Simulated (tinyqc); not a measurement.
Undoped symmetric double-gate MOSFET, analytic potential model: two steps of the calculation.

An undoped body of thickness ts between two equal insulators and tied gates; long channel, electrons only, n = ni exp((psi - V)/Vt) with V the quasi-Fermi potential (0 at the source, Vd at the drain), constant mobility, no quantisation. Across the body psi(x) = V - 2 Vt ln[(ts/(2 beta)) sqrt(q ni/(2 eps0 eps_r Vt)) cos(2 beta x/ts)], x from the centre. Q is the electron charge per area of the whole body.

Parameters, values chosen for the exercise; material values close to those of silicon: temperature T = 300 K; relative permittivity of the semiconductor eps_r = 11.7; conduction-band density of states at T Nc = 2.75e19 cm^-3; body thickness ts = 5 nm; channel mobility mu = 100 cm^2/(V s); gate length L = 0.5 um; drain voltage Vd = 0.05 V.

Constants: q = 1.602176634e-19 C, kB = 1.380649e-23 J/K, Vt = kB T/q, eps0 = 8.8541878128e-14 F/cm where lengths are in cm. Results are converted to the units shown.

Problem 1. Charges and drain current. beta (between 0 and pi/2) solves (Vg - V0 - V)/(2 Vt) = ln(beta) - ln(cos beta) + 2 r beta tan(beta). Q = 8 eps0 eps_r Vt beta tan(beta)/ts; I = mu (1/L)(4 eps0 eps_r/ts)(2 Vt)^2 [g(beta_s) - g(beta_d)] per width, g = beta tan(beta) - beta^2/2 + r beta^2 tan^2(beta), with beta_s at V = 0 and beta_d at V = Vd.

beta_s = 1.3458094
beta_d = 1.3274439
r = 0.82088710

Find: Qs; Qd; g(beta_s); g(beta_d); I.

Solution 1.

Qs = 2520 nC/cm^2
Qd = 2291 nC/cm^2
g(beta_s) = 33.36
g(beta_d) = 27.93
I = 24.05 uA/um

The term r beta^2 tan^2(beta), which gives the square law, makes up 85.1 % of g at the source.

Problem 2. Potential and electron density across the body at the source. psi(x) as above with V = 0 and beta = beta_s; n = ni exp(psi/Vt).

x/ts, point 0 to 6: [0, 0.1, 0.2, 0.3, 0.4, 0.45, 0.5]
beta_s = 1.3458094
ni = 1.5694768e10 cm^-3

Give: psi; n.

Solution 2.

psi, point 0 to 6 (V): [0.5233, 0.5252, 0.5312, 0.5424, 0.5618, 0.5773, 0.6008]
n, point 0 to 6 (cm^-3): [9.688e18, 1.043e19, 1.314e19, 2.027e19, 4.307e19, 7.825e19, 1.947e20]

The density at the surface is 20.1 times that at the centre (1/cos^2 beta). It reaches 7.1 Nc, where Boltzmann statistics overestimate it.

Numbers from tinyqc (`OMP_NUM_THREADS=1 python tinyqc.py 2440037 2440038 out.jsonl`; about 0.02 s on one thread of a shared Intel Xeon 2.30GHz).
